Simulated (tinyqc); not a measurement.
Inside a calculation. Method: coupled-perturbed Hartree-Fock on RHF in the sto-3g basis, for BeH2, spin multiplicity 1. One step of it, computed by the program tinyqc.

Task: Coupled step 2. U_ai = -(mu_ai + sum_bj [4 (ai|bj) - (ab|ij) - (aj|bi)] U_bj) / (e_a - e_i); alpha = -4 sum U_ai mu_ai.

U after step 1:
```
,i1,i2,i3
a4,0.000000,0.000000,0.000000
a5,0.000000,0.000000,0.000000
a6,0.000411,0.067621,1.944840
a7,-0.029198,0.633728,-0.015199
```

dipole integrals <a|y|i> (bohr):
```
,i1,i2,i3
a4,0.000000,0.000000,0.000000
a5,0.000000,0.000000,0.000000
a6,-0.002289,-0.044638,-1.291018
a7,0.136334,-0.670120,0.018326
```

orbital energies (hartree): MO1 -4.529216, MO2 -0.428401, MO3 -0.387319, MO4 0.213874, MO5 0.213874, MO6 0.383519, MO7 0.759247

Two-electron integrals over orbitals (pq|rs), unique and non-zero (hartree):
```
p,q,r,s,(pq|rs)
1,1,1,1,2.271776
2,1,1,1,-0.189114
2,1,2,1,0.024271
2,2,1,1,0.464915
2,2,2,1,-0.005857
2,2,2,2,0.382012
3,1,1,1,0.008612
3,1,2,1,-0.000842
3,1,2,2,0.001464
3,1,3,1,0.005294
3,2,1,1,-0.000340
3,2,2,1,0.000747
3,2,2,2,0.016684
3,2,3,1,0.011650
3,2,3,2,0.158917
3,3,1,1,0.429558
3,3,2,1,-0.002528
3,3,2,2,0.391156
3,3,3,1,-0.000946
3,3,3,2,-0.013783
3,3,3,3,0.417273
4,1,4,1,0.015754
4,2,4,1,0.014985
4,2,4,2,0.047757
4,3,4,1,-0.000702
4,3,4,2,-0.001574
4,3,4,3,0.013090
4,4,1,1,0.569182
4,4,2,1,-0.007414
4,4,2,2,0.357504
4,4,3,1,0.000327
4,4,3,2,-0.000035
4,4,3,3,0.340729
4,4,4,4,0.449859
5,1,5,1,0.015754
5,2,5,1,0.014985
5,2,5,2,0.047757
5,3,5,1,-0.000702
5,3,5,2,-0.001574
5,3,5,3,0.013090
5,4,5,4,0.024249
5,5,1,1,0.569182
5,5,2,1,-0.007414
5,5,2,2,0.357504
5,5,3,1,0.000327
5,5,3,2,-0.000035
5,5,3,3,0.340729
5,5,4,4,0.401360
5,5,5,5,0.449859
6,1,1,1,-0.191118
6,1,2,1,0.025057
6,1,2,2,-0.006179
6,1,3,1,-0.001283
6,1,3,2,-0.000179
6,1,3,3,-0.003214
6,1,4,4,-0.005502
6,1,5,5,-0.005502
6,1,6,1,0.026015
6,2,1,1,0.130370
6,2,2,1,-0.006163
6,2,2,2,-0.017543
6,2,3,1,0.000110
6,2,3,2,-0.005015
6,2,3,3,-0.041907
6,2,4,4,0.063574
6,2,5,5,0.063574
6,2,6,1,-0.004989
6,2,6,2,0.081463
6,3,1,1,-0.009380
6,3,2,1,0.000294
6,3,2,2,-0.008548
6,3,3,1,-0.000919
6,3,3,2,-0.091932
6,3,3,3,0.010867
6,3,4,4,-0.004742
6,3,5,5,-0.004742
6,3,6,1,0.000309
6,3,6,2,-0.002055
6,3,6,3,0.086095
6,4,4,1,0.016270
6,4,4,2,0.046745
6,4,4,3,-0.002441
6,4,6,4,0.049801
6,5,5,1,0.016270
6,5,5,2,0.046745
6,5,5,3,-0.002441
6,5,6,5,0.049801
6,6,1,1,0.464885
6,6,2,1,-0.006720
6,6,2,2,0.381155
6,6,3,1,0.000036
6,6,3,2,-0.003102
6,6,3,3,0.392922
6,6,4,4,0.356541
6,6,5,5,0.356541
6,6,6,1,-0.006499
6,6,6,2,-0.029083
6,6,6,3,0.004041
6,6,6,6,0.398032
7,1,1,1,-0.002743
7,1,2,1,0.000866
7,1,2,2,0.001773
7,1,3,1,0.009921
7,1,3,2,0.018319
7,1,3,3,-0.001744
7,1,4,4,-0.000050
7,1,5,5,-0.000050
7,1,6,1,0.000118
7,1,6,2,-0.000264
7,1,6,3,-0.000290
7,1,6,6,-0.000543
7,1,7,1,0.019036
7,2,1,1,0.008457
7,2,2,1,-0.000090
7,2,2,2,-0.004553
7,2,3,1,0.004315
7,2,3,2,-0.040266
7,2,3,3,0.002024
7,2,4,4,0.003772
7,2,5,5,0.003772
7,2,6,1,-0.000353
7,2,6,2,0.006958
7,2,6,3,0.061829
7,2,6,6,-0.000381
7,2,7,1,0.008145
7,2,7,2,0.057330
7,3,1,1,0.147837
7,3,2,1,-0.004264
7,3,2,2,-0.000636
7,3,3,1,-0.000109
7,3,3,2,-0.000414
7,3,3,3,-0.018123
7,3,4,4,0.067511
7,3,5,5,0.067511
7,3,6,1,-0.003542
7,3,6,2,0.076896
7,3,6,3,-0.006911
7,3,6,6,-0.021612
7,3,7,1,-0.000553
7,3,7,2,0.003200
7,3,7,3,0.085691
7,4,4,1,0.000275
7,4,4,2,0.001449
7,4,4,3,0.013355
7,4,6,4,0.000565
7,4,7,4,0.016880
7,5,5,1,0.000275
7,5,5,2,0.001449
7,5,5,3,0.013355
7,5,6,5,0.000565
7,5,7,5,0.016880
7,6,1,1,-0.000559
7,6,2,1,0.000530
7,6,2,2,0.013698
7,6,3,1,0.010107
7,6,3,2,0.139919
7,6,3,3,-0.013674
7,6,4,4,0.000181
7,6,5,5,0.000181
7,6,6,1,-0.000250
7,6,6,2,-0.003867
7,6,6,3,-0.092162
7,6,6,6,-0.003876
7,6,7,1,0.016330
7,6,7,2,-0.049471
7,6,7,3,0.000416
7,6,7,6,0.137574
7,7,1,1,0.554272
7,7,2,1,-0.007872
7,7,2,2,0.407889
7,7,3,1,0.000618
7,7,3,2,0.005365
7,7,3,3,0.423820
7,7,4,4,0.381115
7,7,5,5,0.381115
7,7,6,1,-0.007905
7,7,6,2,-0.023340
7,7,6,3,-0.002266
7,7,6,6,0.416870
7,7,7,1,0.000267
7,7,7,2,-0.002554
7,7,7,3,0.000157
7,7,7,6,0.003738
7,7,7,7,0.463178
```

Give: U after step 2; polarisability.

Result:

U after step 2:
```
,i1,i2,i3
a4,0.0000,0.0000,0.0000
a5,0.0000,0.0000,0.0000
a6,0.0004,0.0700,1.9893
a7,-0.0295,0.6406,-0.0149
```

polarisability = 12.0196 bohr^3
